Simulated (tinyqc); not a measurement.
Crystal pulling from the melt: segregation, interface stability, heat balance and point-defect regime: one step, computed by the program tinyqc. Command: `OMP_NUM_THREADS=1 python tinyqc.py 3013443 3013444 out.jsonl pull walk`. One thread of a shared host (Intel(R) Xeon(R) Processor @ 2.30GHz), about 0.01 s of CPU time with the checks.

A dilute solute; steady pulling with a flat interface unless it is found unstable.

Task: Heat balance and the ratio V/G. k_S G_S = k_L G_L + L V; the largest rate for this G_S, with G_L = 0, is k_S G_S/L. Voronkov: the crystal grows vacancy-rich if V/G_S > xi_c and interstitial-rich if below; at fixed G_L the neutral rate solves V = xi_c G_S(V).

Inputs (values chosen for the exercise, for a model semiconductor):
```
quantity                  value          unit
pull rate V                 1.7        mm/min
gradient in the melt G_L     15          K/cm
solid conductivity k_S     23.7       W/(m K)
melt conductivity k_L      61.9       W/(m K)
latent heat per volume L   4100        J/cm^3
critical ratio xi_c        0.15  mm^2/(min K)
```

Give: gradient in the solid G_S; largest rate; V/G_S; neutral pull rate.

Result:

gradient in the solid G_S = 88.19 K/cm

largest rate = 3.059 mm/min

V/G_S = 0.1928 mm^2/(min K)

neutral pull rate = 1.036 mm/min

V/G_S is 1.29 xi_c: vacancies survive and can cluster into voids. Latent heat makes up 56 % of the flux.
